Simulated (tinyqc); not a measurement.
# Worked calculation: signal and retention of a DRAM cell

tinyqc, about 0.01 s, one thread, Intel Xeon 2.30GHz (shared host): `OMP_NUM_THREADS=1 python tinyqc.py 2130112 2130113 out.jsonl` Printed values are rounded.

A stored one starts at Vd and leaks: Cs dV/dt = -I(V), I = a sqrt((V + Vb)/(Vd + Vb)) + b, with a = Ig exp[-(Eg1 q/kB)(1/T - 1/T0)] (generation in a depletion layer) and b = Is exp[-(Es q/kB)(1/T - 1/T0)]. The bit line is precharged to Vd/2, and charge sharing gives the signal (V - Vd/2) Cs/(Cs + Cb).

Inputs (values chosen for the exercise): array voltage Vd = 1.4 V; cell capacitance Cs = 26 fF; bit-line capacitance Cb = 46 fF; smallest signal that the sense amplifier resolves dm = 55 mV; built-in plus back-bias voltage of the storage junction Vb = 1.57 V; junction leakage at V = Vd and T0 Ig = 2.6 fA; voltage-independent leakage at T0 Is = 1.6 fA; activation energy of Is Es = 0.4 eV; reference temperature T0 = 358 K; temperature T = 368 K; deviation of ln(retention time) over the cells sg = 0.62; cells Nc = 8.59e9; refresh interval tr = 32 ms; activation energy of Ig Eg1 = 0.53 eV.

Constants: q = 1.602176634e-19 C, kB = 1.380649e-23 J/K. Results are converted to the units shown.

Range of the model: Real arrays also hold a tail of unusually leaky cells and cells whose retention varies in time, which this model lacks.

## Signal and margin

The cell fails below Vc = Vd/2 + dm (Cs + Cb)/Cs.

transfer ratio = 0.3611111
signal of a fresh one = 252.7778 mV
Vc = 0.8523077 V
charge that may be lost = 14.24 fC
the same in electrons = 88879.09

## Retention time

With s = sqrt((Vc + Vb)/(Vd + Vb)), the time from Vd to Vc is t = [2 Cs (Vd + Vb)/a] [1 - s - (b/a) ln((a + b)/(a s + b))].

a = 4.146878 fA
b = 2.275817 fA
retention time = 2.288274 s
estimate with the current held at a + b = 2.217138 s

The constant-current estimate is 3.1 % below the true time, since the junction leaks less as V falls.

## Failing cells

This time is the median of a log-normal spread: failing cells = Nc erfc(z/sqrt 2)/2, z = ln(t/tr)/sg. One failure is expected at the interval where that count equals 1.

z = 6.886802
failing cells = 0.02450746
interval for one failure = 44.97104 ms

The weakest cell of the array lies about 6.34 deviations out, a factor of 50.9 below the median; the chosen interval is shorter than that time.
